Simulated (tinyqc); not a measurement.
Stacked nanosheet transistor, parasitic resistance, capacitance and delay: two steps of the calculation.

Ns sheets share one contact on top; each has perimeter p = 2 (Ws + ts) and cross-section A = Ws ts; contact width Wc = Ws + 10 nm, stack height Hs = Ns pv. Sheet 1 is the top one. Contact length Lc = CPP - Lg - 2 Lsp, shared by two neighbouring gates. Source and drain sides are equal. The formulas are first-order estimates, not field solutions.

Values chosen for this exercise; values close to those of silicon logic devices:
- T = 300 K (temperature)
- Ns = 3 (number of sheets)
- Ws = 20 nm (sheet width)
- ts = 5 nm (sheet thickness)
- rv = 213 ohm (vertical resistance between sheet levels)
- CPP = 70 nm (contacted gate pitch)
- Lg = 14 nm (gate length)
- Lsp = 4 nm (spacer length)
- rc = 8.8e-10 ohm cm^2 (contact resistivity)
- re = 0.00079 ohm cm (resistivity of the source-drain epitaxy)
- te = 20 nm (current-carrying depth of the epitaxy)
- rx = 0.0014 ohm cm (resistivity of the extension)
- Cinv = 2.4 uF/cm^2 (inversion capacitance)
- vx = 1.3e7 cm/s (injection velocity)
- mu = 260 cm^2/(V s) (apparent mobility)
- VT = 0.2 V (threshold at zero drain voltage)
- dl = 0.038 V/V (barrier lowering)
- n = 1.08 (subthreshold factor)
- Vdd = 0.6 V (supply voltage)

Constants: q = 1.602176634e-19 C, kB = 1.380649e-23 J/K, Vt = kB T/q. Results are converted to the units shown.

Problem 1. Geometry and resistances. Epitaxy sheet resistance Rsh = re/te, transfer length LT = sqrt(rc/Rsh), contact Rc = [sqrt(rc Rsh)/Wc] coth(Lc/(2 LT)); extension of one sheet Rx = rx Lsp/A. Effective width N p; for equal currents and rv = 0 one side has Rc + Rx/N.

Give: Lc; effective width; Rsh; LT; Rc; Rx; one side times effective width.

Solution 1.

Lc = 48.000 nm
effective width = 150.00 nm
Rsh = 395.00 ohm
LT = 14.926 nm
Rc = 212.95 ohm
Rx = 560.00 ohm
one side times effective width = 59.943 ohm um

Problem 2. Sheet currents at Vgs = Vdd, Vds = Vdd/2. One sheet: I = p Q vx u/(1 + |u|^1.8)^(1/1.8), Q = Cinv n Vt ln(1 + exp((Vg' - VT + dl Vd')/(n Vt))), u = Vd' mu/(vx Lg), Vg' = Vgs - v, Vd' = Vds - 2 v, with the drop on each side v_j = Rc sum I + rv (sum over levels k = 2..j of the current of sheets k..Ns) + Rx I_j. I(new) = I(out).

I at the start (uA): sheet 1 0, sheet 2 0, sheet 3 0
Rc = 212.95385 ohm
Rx = 560 ohm

Give: drop v; I(out); I after iteration 1.

Solution 2.

drop v (mV): sheet 1 0, sheet 2 0, sheet 3 0
I(out) (uA): sheet 1 61.72, sheet 2 61.72, sheet 3 61.72
I after iteration 1 (uA): sheet 1 61.72, sheet 2 61.72, sheet 3 61.72

Numbers from tinyqc (`OMP_NUM_THREADS=1 python tinyqc.py 2170164 2170165 out.jsonl`; about 0.1 s on one thread of a shared Intel Xeon 2.30GHz).
